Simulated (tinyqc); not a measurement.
Inversion layer as a triangular well, valleys of the Si type: one step. Valley masses on the (100) face. Three cases, with inputs chosen for the exercise.

Task: Group the valleys by their angle to the normal, heaviest m_z first.

Six ellipsoidal valleys with their long axes along the cube axes, mass ml along the axis and mt across it. For a valley whose axis makes the angle theta with the surface normal, 1/m_z = cos^2(theta)/ml + sin^2(theta)/mt sets the confinement; in the plane the masses are m_1 = mt and m_2 = ml mt/m_z, and m_d = sqrt(m_1 m_2).

Case 1.

Values chosen (out of a larger set: near those of Si; not measured data): ml = 0.904 m0 (longitudinal mass); mt = 0.193 m0 (transverse mass); face = 100 (surface).

Case 2.

Values chosen (out of a larger set: near those of Si; not measured data): ml = 0.915 m0 (longitudinal mass); mt = 0.19 m0 (transverse mass); face = 100 (surface).

Case 3.

Values chosen (out of a larger set: near those of Si; not measured data): ml = 0.903 m0 (longitudinal mass); mt = 0.187 m0 (transverse mass); face = 100 (surface).

Give: Valleys (masses in m0).

Result:

Case 1.

Valleys (masses in m0):
```
valleys g  cos^2(theta)     m_z     m_1     m_2     m_d
2                1.0000  0.9040  0.1930  0.1930  0.1930
4                0.0000  0.1930  0.1930  0.9040  0.4177
```

Case 2.

Valleys (masses in m0):
```
valleys g  cos^2(theta)     m_z     m_1     m_2     m_d
2                1.0000  0.9150  0.1900  0.1900  0.1900
4                0.0000  0.1900  0.1900  0.9150  0.4170
```

Case 3.

Valleys (masses in m0):
```
valleys g  cos^2(theta)     m_z     m_1     m_2     m_d
2                1.0000  0.9030  0.1870  0.1870  0.1870
4                0.0000  0.1870  0.1870  0.9030  0.4109
```

The 2 valleys with the heaviest m_z will give the lowest ladder of subbands.

Computed by tinyqc, one run a case: `OMP_NUM_THREADS=1 python tinyqc.py N N+1 out.jsonl` with N = 1251822, 1251919, 1252377; one thread of a shared Intel(R) Xeon(R) Processor @ 2.30GHz, about 0.03 s a run at most.
